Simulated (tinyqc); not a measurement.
# From one set of inputs to another, one input at a time

Model: leakage currents through a thin dielectric. Computed by tinyqc, a small Python program. Command: `OMP_NUM_THREADS=1 python tinyqc.py 3008837 3008838 out.jsonl leak ladder`. One thread of a shared host (Intel(R) Xeon(R) Processor @ 2.30GHz), about 0.4 s of CPU time with the checks.

Electrons leave an electrode with Fermi energy E_F above its band bottom; barriers are counted from the Fermi level, and both electrodes are alike. They cross the interlayer first.

The inputs printed are set A. Set A is modelled on Al2O3; the values taken over come from a set modelled on a low-k dielectric. Inputs not listed in the table keep their values of set A, so the rows need not describe a real material.

Inputs (values chosen for the exercise, modelled on Al2O3):

| quantity | value | unit |
|---|---|---|
| barrier height phi_B | 2.43 | eV |
| tunnelling mass m | 0.27 | m_0 |
| static permittivity k | 9.35 | - |
| optical permittivity k_o | 3.08 | - |
| trap depth phi_t | 1.2 | eV |
| Poole-Frenkel prefactor sigma_0 | 2e-06 | S/cm |
| thickness t | 3.3 | nm |
| electrode Fermi energy E_F | 0.1 | eV |
| electrode mass m_e | 0.3 | m_0 |
| voltage V | 1.1 | V |
| temperature T | 358 | K |
| interlayer thickness t_i | 0.78 | nm |
| interlayer barrier phi_i | 3.09 | eV |
| interlayer mass m_i | 0.46 | m_0 |
| interlayer permittivity k_i | 3.9 | - |

Stack: dielectric on an interlayer.

Constants: k_B = 8.617333262e-05 eV/K; m_0 = 9.1093837015e-31 kg; e = 1.602176634e-19 C; hbar = 1.054571817e-34 J s; k_B = 1.380649e-23 J/K; eps_0 = 8.8541878128e-12 F/m; h = 6.62607015e-34 J s.

Method:
- Fields: F_i = V/(t_i + t k_i/k), F = F_i k_i/k; equivalent oxide thickness 3.9 (t/k + t_i/k_i).
- WKB: a layer of mass m, field F and barrier b(x) = b_0 - e F x gives the exponent (4 sqrt(2 m)/(3 hbar e F)) [b_0^(3/2) - max(b_0 - e F t, 0)^(3/2)] for b_0 > 0; b_0 = barrier - (E - E_F), less e F_i t_i for the second layer; the transmission is D(E) = exp(-sum of exponents), without image force.
- Tsu-Esaki: J = (e m_e k_B T/(2 pi^2 hbar^3)) int D(E) ln[(1 + exp((E_F - E)/k_B T))/(1 + exp((E_F - eV - E)/k_B T))] dE over the normal energy E (its change with the mass at an interface is neglected) from max(0, E_F - 3 eV) to E_F + largest barrier, by 100 Gauss-Legendre points in each part, split at E_F - 0.3 eV (if inside the range) and E_F + 8 k_B T.
- The mean energy weights E - E_F by the integrand.
- Schottky emission J = A T^2 exp(-(phi_B - sqrt(e^3 F/(4 pi k_o eps_0)))/k_B T), A = 4 pi e m k_B^2/h^3 with the tunnelling mass; Poole-Frenkel J = sigma_0 F exp(-(phi_t - sqrt(e^3 F/(pi k_o eps_0)))/k_B T); both use the field F of the dielectric and ignore the interlayer.

Each row keeps all changes above it:

| input moved | from | to | tunnel current density (A/cm^2) | equivalent oxide thickness (nm) | Schottky current density (A/cm^2) |
|---|---|---|---|---|---|
| set A | - | - | 2.9750e-07 | 2.1565 | 7.0853e-24 |
| thickness t (nm) | 3.3 | 5.9 | 1.8246e-15 | 3.2410 | 1.0767e-24 |
| voltage V (V) | 1.1 | 0.93 | 4.9863e-16 | 3.2410 | 5.5018e-25 |
| optical permittivity k_o | 3.08 | 2.1 | 4.9863e-16 | 3.2410 | 2.7756e-24 |
| static permittivity k | 9.35 | 2.77 | 2.0102e-16 | 9.0869 | 6.8466e-24 |
| barrier height phi_B (eV) | 2.43 | 2.61 | 2.7321e-17 | 9.0869 | 2.0022e-26 |
| interlayer thickness t_i (nm) | 0.78 | 1.1 | 6.6843e-19 | 9.4069 | 1.6811e-26 |
| trap depth phi_t (eV) | 1.2 | 1 | 6.6843e-19 | 9.4069 | 1.6811e-26 |

Which inputs carry the difference?

Tunnel current density goes from 2.97e-7 to 6.68e-19, a factor 2.25e-12 in all. The largest single move comes from thickness t (a factor 6.13e-9). Equivalent oxide thickness goes from 2.16 to 9.41, a factor 4.36 in all. The largest single move comes from static permittivity k (a factor 2.80). Schottky current density goes from 7.09e-24 to 1.68e-26, a factor 0.00237 in all. The largest single move comes from barrier height phi_B (a factor 0.00292), and optical permittivity k_o works against it (a factor 5.04). The single moves hold for this order of the switches; the total does not depend on the order.

Extremes, crossings and ranges named in words are read from the listed rows.
